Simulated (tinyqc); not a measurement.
Rutherford backscattering from a thin compound film on silicon: kinematics, yields, composition and thickness. Changing the beam energy E0. Computed by tinyqc, a small Python program. Command: `OMP_NUM_THREADS=1 python tinyqc.py 3024180 3024181 out.jsonl rbs sweep`. One thread of a shared host (Intel(R) Xeon(R) Processor @ 2.30GHz), about 0.01 s of CPU time with the checks.

Singly charged helium ions (Z1 = 2, M1 = 4.0026 u) enter at the tilt angle a1 to the normal and leave at a2 = |180 - theta - tilt| in the same plane. The film is A B_x.

Inputs (values chosen for the exercise, modelled on a helium beam on TiN):

| quantity | value | unit |
|---|---|---|
| scattering angle theta | 165 | degrees |
| tilt of the sample | 0 | degrees |
| heavy element: Z_A | 22 | - |
| heavy element: mass M_A | 47.9 | u |
| heavy element: stopping eps_A at 2 MeV | 76.6 | 1e-15 eV cm^2 |
| light element: Z_B | 7 | - |
| light element: mass M_B | 14 | u |
| light element: stopping eps_B at 2 MeV | 35 | 1e-15 eV cm^2 |
| atoms of B per atom of A, x | 0.864 | - |
| atomic density of the film | 108 | 1/nm^3 |
| film thickness d | 100 | nm |
| collected charge | 22 | microcoulomb |
| detector solid angle | 1.6 | msr |
| detector resolution (FWHM) | 15 | keV |

Constants: e^2/(4 pi eps_0) = 14.39964548 eV angstrom; e = 1.602176634e-19 C.

Method:
- Kinematic factor K = [(sqrt(M^2 - M1^2 sin^2 theta) + M1 cos theta)/(M + M1)]^2.
- Surface edges lie at K E0; substrate silicon has M = 28.09 u. Mass resolution at M_A = resolution/(E0 dK/dM).
- Stopping per atom eps(E) = eps(2 MeV) (E/2 MeV)^(-0.4) (a law chosen for the exercise); Bragg rule eps_film = (eps_A + x eps_B)/(1 + x); areal density N d, with 1/nm^2 = 0.1 x 1e15/cm^2.
- Width of the signal of element i: [K_i eps(E0)/cos a1 + eps(K_i E0)/cos a2] N d; depth resolution = resolution x d/width of A; energy lost on the way in = eps(E0) N d/cos a1.
- Rutherford cross section in the laboratory frame: sigma = (Z1 Z e^2/(4 pi eps_0 4E))^2 (4/sin^4 theta) (r + cos theta)^2/r, r = sqrt(1 - (M1 sin theta/M)^2), times the screening factor 1 - 0.049 Z1 Z^(4/3)/E (E in keV); 1 angstrom^2 = 1e8 barn.
- Counts = (charge/e) x solid angle x sigma(E_mean) x areal density of the element/cos a1, E_mean = E0 - half the energy lost on the way in; 1 barn = 1e-24 cm^2. The ratio of areas returns x = (Y_B/Y_A)(sigma_A/sigma_B), with the counting error sqrt(1/Y_A + 1/Y_B).

One run for each value:

| beam energy E0 (MeV) | mass resolution at M_A (u) | depth resolution (nm) | counting error of x without background (%) |
|---|---|---|---|
| 1.0 | 3.0183 | 9.663 | 0.6358 |
| 1.2 | 2.5152 | 10.394 | 0.7701 |
| 1.5 | 2.0122 | 11.364 | 0.9709 |
| 1.8 | 1.6768 | 12.224 | 1.1712 |
| 2.0 | 1.5091 | 12.750 | 1.3046 |
| 2.2 | 1.3719 | 13.246 | 1.4378 |
| 2.5 | 1.2073 | 13.941 | 1.6374 |
| 2.8 | 1.0780 | 14.587 | 1.8369 |
| 3.0 | 1.0061 | 14.995 | 1.9699 |

Over the rows, mass resolution at M_A (u) falls from 3.02 to 1.01 (exponent d ln y / d ln x about -1.00 throughout); depth resolution (nm) rises from 9.66 to 15.0 (exponent d ln y / d ln x about 0.40 throughout); counting error of x without background (%) rises from 0.636 to 1.97 (exponent d ln y / d ln x about 1.0 throughout). The exponent of mass resolution at M_A stays at -1: edges spread in proportion to E0. The exponent of depth resolution stays at 0.40: the chosen stopping law. The exponent of counting error of x without background stays between 1.01 and 1.05, near 1: sigma falls as 1/E^2 and the error goes as its inverse root. A higher energy buys mass resolution at the price of depth resolution and counts; above about 2 to 3 MeV light elements also show non-Rutherford resonances.

Extremes, crossings and ranges named in words are read from the listed rows.
